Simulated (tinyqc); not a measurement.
Ionisation ratio from the excess noise.

Problem. In the local model of an avalanche photodiode F = k M + (1 - k)(2 - 1/M), k the ratio of the ionisation coefficient of the other carrier to that of the injected one. Find k and F at twice the gain.

M = 13
excess noise factor F = 5.1353846

Solution. F is linear in k: k = (F - 2 + 1/M)/(M - 2 + 1/M).

k = 0.2900
F at 2 M = 8.933

Numbers from tinyqc (`OMP_NUM_THREADS=1 python tinyqc.py 2120025 2120026 out.jsonl`; about 0.03 s on one thread of a shared Intel Xeon 2.30GHz).
